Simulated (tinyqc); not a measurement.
Pariser-Parr-Pople SCF with singles CI, for the molecule O=c1cccccc1 (SMILES; centres numbered as the heavy atoms are written), step by step. One step of it, computed by the program tinyqc.

Question. Iteration 3: orbitals and new P. Diagonalise F (the basis is taken as orthonormal) and form P = 2 sum c c over the lowest orbitals.

F (eV):
```
           1O         2C         3C         4C         5C         6C         7C         8C
1O  -9.283505  -5.777086   0.400680   0.440038  -0.235833  -0.235833   0.440038   0.400680
2C  -5.777086  -4.468654  -4.259860  -0.301736   0.268822   0.268822  -0.301736  -4.259860
3C   0.400680  -4.259860  -5.981354  -5.631487  -0.133039   0.684991   0.170409  -0.659882
4C   0.440038  -0.301736  -5.631487  -6.471717  -4.660635  -0.100255   0.348621   0.170409
5C  -0.235833   0.268822  -0.133039  -4.660635  -6.562302  -5.528986  -0.100255   0.684991
6C  -0.235833   0.268822   0.684991  -0.100255  -5.528986  -6.562302  -4.660635  -0.133039
7C   0.440038  -0.301736   0.170409   0.348621  -0.100255  -4.660635  -6.471717  -5.631487
8C   0.400680  -4.259860  -0.659882   0.170409   0.684991  -0.133039  -5.631487  -5.981354
```

pi electrons, sum of z_r less the charge = 8

Give: orbital energies; P after iteration 3.

Answer.

orbital energies (eV): -16.165  -14.073  -13.255  -10.382  -2.245  -1.440  2.326  3.453

P after iteration 3:
```
        1O      2C      3C      4C      5C      6C      7C      8C
1O   1.526   0.733  -0.139  -0.230   0.145   0.145  -0.230  -0.139
2C   0.733   0.758   0.415   0.122  -0.125  -0.125   0.122   0.415
3C  -0.139   0.415   0.935   0.790   0.048  -0.322  -0.080   0.260
4C  -0.230   0.122   0.790   0.956   0.519   0.042  -0.167  -0.080
5C   0.145  -0.125   0.048   0.519   0.967   0.765   0.042  -0.322
6C   0.145  -0.125  -0.322   0.042   0.765   0.967   0.519   0.048
7C  -0.230   0.122  -0.080  -0.167   0.042   0.519   0.956   0.790
8C  -0.139   0.415   0.260  -0.080  -0.322   0.048   0.790   0.935
```
